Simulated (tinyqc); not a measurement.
Precursor delivery by bubblers, mass-transport growth and the solid composition of a III-V alloy: one step, computed by the program tinyqc.

1 sccm = 44.615 micromol/min; 1 torr = 133.322 Pa. The sources decompose fully at the surface.

Problem. Mass transport. Mean velocity u = (F_t/A)(760/p)(T/273); D = D0 (T/273)^1.75 (760/p); boundary layer delta = sqrt(pi D z/u); flux = D dp/(delta k_B T); growth rate = flux x a^3/4.

Inputs (values chosen for the exercise, modelled on triethylgallium (source 1) and trimethylindium (source 2) for the vapour pressures):
```
quantity,value,unit
total flow F_t,30,slm
reactor pressure p,760,torr
growth temperature T,1050,K
diffusivity at 273 K and 760 torr,0.34,cm^2/s
flow cross-section A,58,cm^2
distance from the leading edge z,11,cm
lattice constant a,5.69,angstrom
```

Constants: k_B = 1.380649e-23 J/K.

Give: velocity u; D; boundary layer delta; growth rate per torr of group III.

Solution.

velocity u = 33.156 cm/s

D = 3.5915 cm^2/s

boundary layer delta = 1.9347 cm

growth rate per torr of group III = 28.305 micrometre/(h torr)

Caution: the boundary layer is a quarter or more of the root of the cross-section, so it fills much of the channel and depletion along the flow matters.
